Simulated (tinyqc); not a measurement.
Hubbard chain of 4 sites, step by step. One step of it, computed by the program tinyqc.

Question. Mean-field iteration 1. H(up) = T + U n(down), H(down) = T + U n(up); fill the lowest levels; n(new) = n + mixing (n(out) - n); E = tr T (rho up + rho down) + U sum n_up n_down of the output.

one-body matrix (hopping and site energies) (eV), order 1, 2, 3, 4:
$$\begin{pmatrix}
0.000000 & -1.380000 & 0.000000 & 0.000000 \\
-1.380000 & 0.000000 & -1.380000 & 0.000000 \\
0.000000 & -1.380000 & 0.000000 & -1.380000 \\
0.000000 & 0.000000 & -1.380000 & 0.000000
\end{pmatrix}$$

U = 3.700000 eV

electrons, up and down: [2, 2]

mixing = 0.200000

n(up) at the start (a guess, not normalised): 1 0.550000, 2 0.450000, 3 0.550000, 4 0.450000

n(down) at the start (a guess): 1 0.450000, 2 0.550000, 3 0.450000, 4 0.550000

Give: levels, up; levels, down; energy; n(up) after iteration 1; n(down) after iteration 1.

Answer.

levels, up (eV): [-0.391, 0.977, 2.723, 4.091]

levels, down (eV): [-0.391, 0.977, 2.723, 4.091]

energy = -2.501 eV

n(up) after iteration 1: 1 0.558, 2 0.448, 3 0.552, 4 0.442

n(down) after iteration 1: 1 0.442, 2 0.552, 3 0.448, 4 0.558
